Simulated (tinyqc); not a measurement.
Eight-band Kane k.p model: sweeps and comparisons. A value that a table varies takes the place of the one given here.

Eight-band Kane model, basis S, X, Y, Z times spin, zero of energy at the top of the unstrained valence band, c = hbar^2/2m0. Within each spin: H_SS = Eg + A c k^2, H_SX = i P kx (likewise Y, Z), H_XX = -Dso/3 + L kx^2 + M (ky^2 + kz^2), H_XY = N kx ky, and cyclic. Spin-orbit term (Dso/3) L.sigma on X, Y, Z with (L_k)_ij = -i epsilon_kij: <X+|H|Y+> = -i Dso/3, <X+|H|Z-> = Dso/3, <Y+|H|Z-> = -i Dso/3, <Z+|H|X-> = -Dso/3, <Z+|H|Y-> = i Dso/3, <X-|H|Y-> = i Dso/3, and their conjugates; + and - are the spin along z. Terms from inversion asymmetry are left out, so every level is twofold.

P = sqrt(Ep c); A = 1/me - Ep (Eg + 2 Dso/3)/(Eg (Eg + Dso)) keeps the electron mass; g1' = g1 - Ep/(3 Eg), g2' = g2 - Ep/(6 Eg), g3' = g3 - Ep/(6 Eg) remove the coupling to S that the Luttinger values already hold; L = -c (g1' + 4 g2'), M = -c (g1' - 2 g2'), N = -6 c g3'.

Constants: hbar^2/2m0 = 3.80998211 eV angstrom^2.

Inputs chosen for the exercise (near those of Ge; shifted at random, so the results belong to these values and not to a real crystal): Eg = 0.897 eV (gap at Gamma to the s-like level); Dso = 0.289 eV (spin-orbit splitting); Ep = 26.2 eV (Kane energy); me = 0.0379 m0 (electron mass at Gamma); g1 = 13.36 (Luttinger gamma1); g2 = 4.23 (gamma2); g3 = 5.68 (gamma3); kmax = 0.1 1/angstrom (end of the path).

## Non-parabolicity of the conduction band

Unstrained, along [111], six points up to kmax. Parabolic: E = c k^2/me. Two-band form: E (1 + alpha E) = c k^2/me with alpha = (1 - me)^2/Eg. The column alpha(k) solves that form for alpha with the eight-band energy. Energies from the conduction edge.

Energies:

| \|k\| (1/angstrom) | parabolic (eV) | two-band (eV) | eight-band (eV) | alpha(k) (1/eV) | parabolic / eight-band |
|---|---|---|---|---|---|
| 0.0167 | 0.0279 | 0.0272 | 0.0270 | 1.341 | 1.036 |
| 0.0333 | 0.1117 | 0.1011 | 0.0984 | 1.369 | 1.135 |
| 0.0500 | 0.2513 | 0.2071 | 0.1967 | 1.410 | 1.277 |
| 0.0667 | 0.4468 | 0.3326 | 0.3082 | 1.460 | 1.450 |
| 0.0833 | 0.6981 | 0.4701 | 0.4246 | 1.517 | 1.644 |
| 0.1000 | 1.0053 | 0.6150 | 0.5417 | 1.579 | 1.856 |

alpha = 1.032 1/eV

What can be read from the table?

At the last point the parabola lies a factor 1.86 above the eight-band value, and the two-band form 73.3 meV above it. The parabola stays within 5 % up to |k| = 0.0167 1/angstrom of the points listed. alpha(k) goes from 1.341 to 1.579 1/eV, a spread of 17.8 % over this range; the simple rule gives 1.032, 23 % below the first value, as it knows neither Dso nor the remote terms.

## Four, six or eight bands for the holes

Unstrained, along [110]. Six bands: the X, Y, Z block alone with the full g1, g2, g3 in L, M, N. Four bands: the same with Dso sent to infinity. HH, LH and SO name the pairs from the top.

Valence levels (eV):

| \|k\| (1/angstrom) | HH 4 | HH 6 | HH 8 | LH 4 | LH 6 | LH 8 | SO 6 | SO 8 |
|---|---|---|---|---|---|---|---|---|
| 0.0167 | -0.0028 | -0.0028 | -0.0028 | -0.0255 | -0.0246 | -0.0241 | -0.3041 | -0.3011 |
| 0.0333 | -0.0112 | -0.0108 | -0.0108 | -0.1019 | -0.0866 | -0.0822 | -0.3613 | -0.3429 |
| 0.0500 | -0.0253 | -0.0231 | -0.0231 | -0.2293 | -0.1538 | -0.1457 | -0.4938 | -0.4267 |
| 0.0667 | -0.0449 | -0.0382 | -0.0382 | -0.4076 | -0.2081 | -0.2006 | -0.7214 | -0.5546 |
| 0.0833 | -0.0701 | -0.0547 | -0.0547 | -0.6368 | -0.2580 | -0.2521 | -1.0367 | -0.7148 |
| 0.1000 | -0.1010 | -0.0713 | -0.0712 | -0.9170 | -0.3126 | -0.3079 | -1.4321 | -0.8963 |

How do the results move?

At |k| = 0.1000 the heavy holes of the three models span 29.8 meV and the light holes 609.1 meV. The split-off band moves the light hole by +604.5 meV and treating the conduction band exactly moves it by +4.6 meV more; the split-off band matters more here, where the four-band light-hole energy is 3.17 times Dso and 1.02 times Eg. The four-band light hole has even passed below -Dso = -0.289 eV, where that model has no meaning.

## What each parameter does

Unstrained; levels at |k| = kmax along [111], all derived values formed anew. Each row changes one parameter from the base and keeps the others.

Results:

| case | conduction (eV) | heavy hole (eV) | light hole (eV) | split-off (eV) |
|---|---|---|---|---|
| base | 1.4387 | -0.0762 | -0.2501 | -0.9358 |
| Eg = 0.9867 eV | 1.5548 | -0.0762 | -0.2498 | -0.9765 |
| Dso = 0.2601 eV | 1.4352 | -0.0762 | -0.2348 | -0.9257 |
| Ep = 28.82 eV | 1.4348 | -0.0762 | -0.2514 | -0.9215 |
| me = 0.0417 m0 | 1.3697 | -0.0762 | -0.2515 | -0.9571 |
| g1 = 14.696 | 1.4267 | -0.1271 | -0.3003 | -0.9754 |
| g2 = 3.807 | 1.4387 | -0.0762 | -0.2501 | -0.9358 |
| g3 = 6.248 | 1.4188 | -0.0329 | -0.2095 | -0.9998 |

How do the results move?

The largest shifts from the base row, up to three for each result and ties (the steps differ in size, so this ranks the rows, not the parameters). conduction (eV): Eg +0.1161, me -0.0690, g3 -0.0200; unchanged at the printed digits by g2. heavy hole (eV): g1 -0.0509, g3 +0.0433; unchanged at the printed digits by Eg, Dso, Ep, me and g2. light hole (eV): g1 -0.0502, g3 +0.0407, Dso +0.0154; unchanged at the printed digits by g2. split-off (eV): g3 -0.0640, Eg -0.0407, g1 -0.0396; unchanged at the printed digits by g2. Along [111] the heavy hole follows g1 - 2 g3 alone.

Run: tinyqc, `OMP_NUM_THREADS=1 python tinyqc.py 1050143 1050144 out.jsonl`; Intel(R) Xeon(R) Processor @ 2.30GHz, one thread, shared host; about 0.01 s of CPU time with all checks.
